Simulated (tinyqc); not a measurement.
Implanted layer, carriers, mobility and sheet resistance: one step of the calculation.

An n-type layer from the surface x = 0 to the junction xj, N(x) = N0 exp(-(x - Rp)^2/(2 sg^2)). Local neutrality (no depletion at surface or junction, no spilling of carriers), intrinsic carriers neglected, full ionisation of active dopants.

Problem. Junction depth and local values. xj = Rp + sg sqrt(2 ln(N0/Nb)); 13 equal steps from 0 to xj. Active dopant A = min(N, Ns); n = A - Nb; mobility mu = m1 + (m2 (T/300 K)^(-bt) - m1)/(1 + ((A + Nb)/Nr)^am).

Values chosen for this exercise; values close to those of silicon in GaN over a p-type background:
```
symbol,value,unit,meaning
T,500,K,temperature
Nb,3.2e17,cm^-3,background doping of the opposite type
N0,2.6e19,cm^-3,peak chemical concentration
m1,56.1,cm^2/(V s),mobility limit at high doping
m2,1010,cm^2/(V s),"mobility limit at low doping, at 300 K"
Nr,2e17,cm^-3,reference doping of the mobility law
am,0.708,,exponent of the mobility law
bt,2.5,,temperature exponent of m2
Ns,9.93e19,cm^-3,solubility limit of active dopant
sg,13,nm,straggle after annealing
Rp,14,nm,projected range
```

Find: xj; x; N; A; n; mu.

Solution.

xj = 52.55 nm
x, point 0 to 13 (nm): [0.00, 4.04, 8.09, 12.13, 16.17, 20.21, 24.26, 28.30, 32.34, 36.38, 40.43, 44.47, 48.51, 52.55]
N, point 0 to 13 (cm^-3): [1.456e19, 1.939e19, 2.344e19, 2.573e19, 2.564e19, 2.319e19, 1.905e19, 1.420e19, 9.611e18, 5.905e18, 3.294e18, 1.668e18, 7.668e17, 3.200e17]
A, point 0 to 13 (cm^-3): [1.456e19, 1.939e19, 2.344e19, 2.573e19, 2.564e19, 2.319e19, 1.905e19, 1.420e19, 9.611e18, 5.905e18, 3.294e18, 1.668e18, 7.668e17, 3.200e17]
n, point 0 to 13 (in units of 1e19 cm^-3): [1.424, 1.907, 2.312, 2.541, 2.532, 2.287, 1.873, 1.388, 0.929, 0.559, 0.297, 0.135, 0.045, 0.000]
mu, point 0 to 13 (cm^2/(V s)): [66.29, 64.52, 63.51, 63.06, 63.07, 63.56, 64.62, 66.46, 69.46, 74.28, 81.84, 93.18, 108.4, 124.9]

The mobility runs from 63.1 to 125 cm^2/(V s).

Numbers from tinyqc (`OMP_NUM_THREADS=1 python tinyqc.py 2110137 2110138 out.jsonl`; about 0.01 s on one thread of a shared Intel Xeon 2.30GHz).
